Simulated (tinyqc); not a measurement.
## CMOS latch-up, two-transistor model: effect of the temperature

A parasitic pnp (emitter at Vdd, base shunted by Rw) and npn (emitter at ground, base shunted by Rs) feed each other: the npn collector current flows out of the pnp base node, the pnp collector current into the npn base node. Forward-active transistors with constant gains: Icn = Isn exp(Vn/Vt), Icp = Isp (exp(Vp/Vt) - 1). A current Ii is injected into the npn base node.

Isn, Isp and Von are given at 300 K; the currents scale as T^3 exp(-1.12 V/Vt), Von falls by 1.5 mV/K, gains and resistances are fixed. Node equations: Vp/Rw + Icp/bp = Icn and Vn/Rs + Icn/bn = Icp + Ii. Loop gain G = gn gp/[(1/Rw + gp/bp)(1/Rs + gn/bn)], gn = Icn/Vt, gp = (Icp + Isp)/Vt; the off state ends where G = 1, and Ii there is the trigger current. On state with both base-emitter voltages at Von: npn base current Ib = (Von/Rs + bp Von/Rw)/(bn bp - 1), holding current Ih = (bn + 1) Ib + Von/Rs, holding voltage Vh = Vsat + Von + R2 (Ib + Von/Rs).

Inputs (values chosen for the exercise); values close to those of bulk CMOS:
- bn = 10.2 (current gain of the npn)
- bp = 3.8 (current gain of the pnp)
- Isn = 3.7e-15 A (saturation current of the npn at the reference temperature)
- Isp = 1.2e-15 A (saturation current of the pnp at the reference temperature)
- Rs = 1100 ohm (substrate resistance shunting the npn)
- Rw = 1700 ohm (well resistance shunting the pnp)
- R2 = 70 ohm (resistance from the pnp collector to the npn base)
- Von = 0.71 V (base-emitter voltage in the on state)
- Vsat = 0.15 V (saturation voltage)
- Vdd = 3.3 V (supply voltage)

Constants: q = 1.602176634e-19 C, kB = 1.380649e-23 J/K, Vt = kB T/q. Results are converted to the units shown.

Effect of the temperature:
```
T (K)	Vn at trigger (V)	trigger current (mA)	Ih (mA)	Vh (V)
233	0.77577	0.74327	1.4927	1.0168
263	0.72118	0.68986	1.4099	0.96868
293	0.66502	0.63495	1.3270	0.92055
323	0.60727	0.57851	1.2441	0.87242
353	0.54787	0.52047	1.1612	0.82430
383	0.48670	0.46067	1.0783	0.77617
413	0.42358	0.39887	0.99546	0.72805
443	0.35826	0.33472	0.91259	0.67992
```

Read the table: what changes, and by how much?

As T goes from 233 to 443 K, the trigger current falls from 0.743 to 0.335 mA, Ih falls from 1.49 to 0.913 mA and Vh falls from 1.02 to 0.680 V. Vh exceeds the supply Vdd = 3.3 V, which then cannot sustain a latched state, in 0 of the 8 rows.

tinyqc, about 0.07 s, one thread, Intel Xeon 2.30GHz (shared host): `OMP_NUM_THREADS=1 python tinyqc.py 2670143 2670144 out.jsonl`
